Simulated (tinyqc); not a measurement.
Mobility of a non-polar semiconductor in the relaxation-time approximation: one step, computed by the program tinyqc.

Each valley is treated as a sphere of mass m_d for states and rates, with one isotropic relaxation time; the conductivity mass m_c sets the current.

Question. Fermi level and screening. Kane band: hbar^2 k^2/(2 m) = E (1 + alpha E), speed v = hbar k/(m (1 + 2 alpha E)), states per spin, volume and energy g(E) = m k (1 + 2 alpha E)/(2 pi^2 hbar^2); overlap factors are set to 1. Here m = m_d. Masses are multiplied by m_0 and all formulas are in SI units. The reduced Fermi level eta = E_F/(k_B T) solves n = 2 Z int g f dE with f = 1/(1 + exp(x - eta)) (Z = 1 unless valleys are given); screening length L_s = sqrt(eps_s eps_0 k_B T/(e^2 dn/deta)), dn/deta = 2 Z int g f (1 - f) dE. Integrals over x = E/(k_B T) use 160 Gauss-Legendre points in u = sqrt(x) from 0 to sqrt(max(eta, 0) + 32).

Inputs (values chosen for the exercise, modelled on electrons in silicon): equivalent valleys Z = 6; non-parabolicity alpha = 0.49 1/eV; static permittivity eps_s = 11.7; carrier density n = 6.7e+15 1/cm^3; temperature T = 200 K.

Band: Kane. Impurity formula: Brooks-Herring. Further scattering: none.

density-of-states mass m_d = 0.3241846 m_0

Constants: k_B = 8.617333262e-05 eV/K; m_0 = 9.1093837015e-31 kg; e = 1.602176634e-19 C; hbar = 1.054571817e-34 J s; eps_0 = 8.8541878128e-12 F/m; k_B = 1.380649e-23 J/K.

Give: reduced Fermi level eta; screening length L_s.

Answer.

reduced Fermi level eta = -7.7534

screening length L_s = 40.786 nm

The gas is non-degenerate (eta < -2), and L_s is close to the Debye length.
